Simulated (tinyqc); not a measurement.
Inside a calculation. Method: CCSD on RHF in the sto-6g basis, for BeH+, spin multiplicity 1. One step of it, computed by the program tinyqc.

Task: CCSD: starting amplitudes. t_ij^ab = <ij||ab> / (e_i + e_j - e_a - e_b), whose energy is MP2.

orbital energies (hartree): MO1 -5.081680, MO2 -0.707725, MO3 -0.261054, MO4 -0.140407, MO5 -0.140407, MO6 0.249432

Two-electron integrals over orbitals (pq|rs), unique and non-zero (hartree):
```
(11|11) 2.284390    (21|11) -0.167021   (21|21) 0.021261    (22|11) 0.473544
(22|21) 0.001351    (22|22) 0.509557    (31|11) -0.178145   (31|21) 0.017426
(31|22) -0.016826   (31|31) 0.029137    (32|11) 0.051292    (32|21) -0.005793
(32|22) -0.067150   (32|31) 0.001843    (32|32) 0.040113    (33|11) 0.553744
(33|21) -0.012727   (33|22) 0.319423    (33|31) 0.003717    (33|32) 0.031777
(33|33) 0.460617    (41|41) 0.015885    (42|41) 0.013292    (42|42) 0.042875
(43|41) 0.013971    (43|42) 0.031676    (43|43) 0.051487    (44|11) 0.570107
(44|21) -0.005651   (44|22) 0.361216    (44|31) -0.005809   (44|32) 0.024117
(44|33) 0.396764    (44|44) 0.450117    (51|51) 0.015885    (52|51) 0.013292
(52|52) 0.042875    (53|51) 0.013971    (53|52) 0.031676    (53|53) 0.051487
(54|54) 0.024258    (55|11) 0.570107    (55|21) -0.005651   (55|22) 0.361216
(55|31) -0.005809   (55|32) 0.024117    (55|33) 0.396764    (55|44) 0.401601
(55|55) 0.450117    (61|11) 0.103373    (61|21) -0.016869   (61|22) -0.010094
(61|31) -0.004700   (61|32) 0.007252    (61|33) 0.017225    (61|44) 0.002166
(61|55) 0.002166    (61|61) 0.019136    (62|11) -0.131504   (62|21) 0.002587
(62|22) 0.048115    (62|31) 0.007455    (62|32) -0.048546   (62|33) -0.026427
(62|44) -0.061348   (62|55) -0.061348   (62|61) 0.002239    (62|62) 0.123445
(63|11) 0.051978    (63|21) -0.003015   (63|22) -0.055935   (63|31) 0.005802
(63|32) 0.034350    (63|33) 0.056434    (63|44) 0.021277    (63|55) 0.021277
(63|61) 0.006603    (63|62) -0.050183   (63|63) 0.051265    (64|41) -0.008818
(64|42) -0.029005   (64|43) -0.013144   (64|64) 0.025537    (65|51) -0.008818
(65|52) -0.029005   (65|53) -0.013144   (65|65) 0.025537    (66|11) 0.506587
(66|21) -0.000709   (66|22) 0.509739    (66|31) -0.015032   (66|32) -0.066952
(66|33) 0.347963    (66|44) 0.366146    (66|55) 0.366146    (66|61) -0.006986
(66|62) 0.076969    (66|63) -0.057010   (66|66) 0.547707
```

Give: Starting amplitudes; correlation energy.

Result:

Starting amplitudes (spin orbitals 1a, 1b, ...; amplitudes related by a flip of all spins are not repeated):
```
from      to          t
2a 2b  6a 6b     -0.064
2a 2b  3a 3b     -0.045
2a 2b  4a 4b     -0.038
2a 2b  5a 5b     -0.038
2a 2b  3a 6b      0.035
1a 1b  3a 3b  -3.02e-03
1a 2b  4a 4b  -2.41e-03
1a 2b  5a 5b  -2.41e-03
1a 1b  6a 6b  -1.79e-03
1a 1b  4a 4b  -1.61e-03
1a 1b  5a 5b  -1.61e-03
1a 2b  3a 6b  -1.29e-03
1a 2b  3b 6a   1.26e-03
1a 1b  3a 6b   4.63e-04
1a 2b  6a 6b  -3.56e-04
1a 2b  3a 3b  -3.50e-04
1a 2a  3a 6a  -3.52e-05
```

correlation energy = -0.01671 hartree
